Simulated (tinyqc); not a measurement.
Standing waves and exposure in a photoresist film: sweeps and comparisons. A value that a table varies takes the place of the one given here.

Normal incidence from air. Unexposed resist: N1 = n1 + i k1 with k1 = (A + B) lam/(4 pi), lam in micrometres. r01 = (1 - N1)/(1 + N1), t01 = 2/(1 + N1). Substrate Ns = ns + i ks: r12 = (N1 - Ns)/(N1 + Ns). With p = exp(2 pi i N1 d/lam), the field at depth z is E(z) = t01 [exp(2 pi i N1 z/lam) + r12 p^2 exp(-2 pi i N1 z/lam)]/(1 + r01 r12 p^2), the relative intensity I(z) = n1 |E(z)|^2 and the reflectance R = |(r01 + r12 p^2)/(1 + r01 r12 p^2)|^2.

Values chosen for the exercise (a resist on Si, indices near tabulated ones; the results hold for these values, not for the real material): lam = 193 nm (vacuum wavelength); n1 = 1.683 (resist index); A = 0.09 1/micrometre (bleachable absorption (Dill A)); B = 0.89 1/micrometre (fixed absorption (Dill B)); d = 214 nm (resist thickness); ns = 0.884 (substrate n); ks = 2.774 (substrate k).

## Swing of the coupled dose with resist thickness

The mean of I is taken over 800 depths; the relative dose to clear is taken as 1/(mean of I over the lowest period, 60 depths), scaled to 1 in the first row.

Swing:
```
d (nm),R,mean I,relative dose
214.0,0.5386,1.0257,1.000
223.6,0.5529,0.9548,1.035
233.1,0.4478,1.1438,0.847
242.7,0.2352,1.5663,0.628
252.2,0.1801,1.6758,0.607
261.8,0.3691,1.2769,0.812
271.3,0.5028,0.9824,1.044
280.9,0.5181,0.9225,1.080
290.5,0.4096,1.1021,0.890
300.0,0.2012,1.4742,0.674
309.6,0.1489,1.5634,0.654
319.1,0.3340,1.2114,0.857
328.7,0.4705,0.9434,1.092
```

What does this show, and why?

The period is 57.3 nm, six rows. The relative dose swings between 0.607 and 1.092, a ratio (max - min)/mean of 0.562, against the estimate 4 sqrt(|r01|^2 |r12|^2) exp(-(A + B) d) = 0.626 for the oscillating part alone; the ratio from the table also holds the slow rise from absorption, 9.2 % over two periods, so the two are not strictly comparable. The dose is least sensitive to thickness at an extremum; the lowest dose listed is at 252.2 nm.

## What moves the exposure

The mean of I is over 800 depths. Each row changes one parameter from the base and keeps the others.

Results:
```
case,|r12|^2,R,mean I,I at the bottom
base,0.5742,0.5386,1.0257,0.4688
d = 224 nm,0.5742,0.5510,0.9573,0.4547
n1 = 1.7,0.5726,0.5560,0.9802,0.4585
B = 1.09 1/micrometre,0.5723,0.5096,0.9996,0.4531
ks = 2.497,0.5270,0.5171,0.9960,0.5217
ns = 0.972,0.5474,0.5222,1.0177,0.4577
```

What does this show?

The largest shifts from the base row, up to three for each result and ties (the steps differ in size, so this ranks the rows, not the parameters). |r12|^2: ks -0.0472, ns -0.0268, B -0.0019; unchanged at the printed digits by d. R: B -0.0290, ks -0.0215, n1 +0.0174. mean I: d -0.0683, n1 -0.0455, ks -0.0297. I at the bottom: ks +0.0528, B -0.0158, d -0.0141.

Computed by tinyqc, a small Python program: `OMP_NUM_THREADS=1 python tinyqc.py 1681447 1681448 out.jsonl` (the numbers bound the seed that draws the inputs); one thread of a shared host (Intel(R) Xeon(R) Processor @ 2.30GHz), about 0.01 s for the whole set of steps.
